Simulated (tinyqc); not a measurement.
Plane-wave Kohn-Sham cycle with exchange-only LDA in a layered model solid, step by step. Computed by tinyqc, a small Python program that keeps every step. Settings: points = 16, plane-wave index or count = 3, electrons = 2, k points = 2, area = 28.0, mixing = 0.1, iteration cap = 66, Pulay depth = 5. Command: `OMP_NUM_THREADS=1 python tinyqc.py 21009 21010 out.jsonl` (the two numbers bound the seeds that draw the settings). One thread of a shared host (Intel(R) Xeon(R) Processor @ 2.60GHz), about 0.01 s of CPU time with the checks.

A solid whose potential varies along x alone (atomic units):
```
parameter,value
period a,14.900000
cross-section of the cell,28.000000
electrons per cell,2
grid points,16
"plane waves -n..n, n",3
k points,2
V1 in V1 cos(2 pi x/a),-0.160000
V2 in V2 cos(4 pi x/a),-0.030000
```

Stop when sqrt(dV sum R^2) is below 1e-8, dV = a A/N.

Course of the cycle:
```
iteration,E (hartree),norm of the residual
1,-0.43254750,1.19e-01
2,-0.36880040,9.84e-02
3,-0.41868696,1.50e-01
4,-0.30963210,9.55e-02
5,-0.29141280,4.57e-02
6,-0.29123662,4.53e-02
7,-0.28231668,1.80e-02
8,-0.28202144,1.58e-02
9,-0.28151039,1.10e-02
10,-0.28339153,2.40e-02
11,-0.28156777,1.15e-02
12,-0.28116343,4.18e-03
13,-0.28162486,1.21e-02
14,-0.28110950,6.12e-05
15,-0.28110950,5.06e-05
16,-0.28110961,1.95e-04
17,-0.28110949,2.22e-05
18,-0.28110954,1.23e-04
19,-0.28110949,4.62e-07
20,-0.28110949,2.98e-07
21,-0.28110949,2.61e-07
22,-0.28110949,6.08e-09
```

Can the last value be used, and what does the course show?

Yes. Converged in 22 iterations. Before convergence this energy mixes input and output and is not variational, so it may rise towards its limit.
